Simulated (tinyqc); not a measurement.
Offset from the accumulated charge.

Question. Layer 1 (x < 0) accumulates electrons and layer 2 (x > 0) is depleted. Boltzmann statistics. Sheet densities from the first integral: Q1 = sqrt((2 eps0 eps_r Vt N1/q)(exp(u1) - u1 - 1)) extra electrons, Q2 = sqrt((2 eps0 eps_r Vt N2/q)(exp(-u2) + u2 - 1)) missing ones, u = V/Vt; neutrality Q1 = Q2 + si. V1 + V2 = dE + Vt ln[(N2/Nc2)/(N1/Nc1)]. Find V1, V2 and dE.

Inputs (values chosen for the exercise); values of the order of III-V alloys:
```
symbol   value   unit                                      meaning
T          350      K                                  temperature
eps_r     11.8                relative permittivity of both layers
Nc1     7.8e17  cm^-3  density of states of the narrow-gap layer 1
Nc2     6.9e17  cm^-3    density of states of the wide-gap layer 2
N1      2.6e16  cm^-3                     donor density in layer 1
N2      2.6e16  cm^-3                     donor density in layer 2
si           0  cm^-2                fixed charge at the interface
```

Constants: q = 1.602176634e-19 C, kB = 1.380649e-23 J/K, Vt = kB T/q, eps0 = 8.8541878128e-14 F/cm where lengths are in cm. Results are converted to the units shown.

Q1 = 1.5966984e11 cm^-2

Solution. Each sheet density rises steadily with its bending, so Q1 fixes V1 and Q2 = Q1 - si fixes V2.

V1 = 0.0493 V
V2 = 0.104 V
dE = 0.150 eV

Computed by the program tinyqc: `OMP_NUM_THREADS=1 python tinyqc.py 2410113 2410114 out.jsonl`, one thread of a shared Intel Xeon 2.30GHz, about 0.1 s for the whole run.
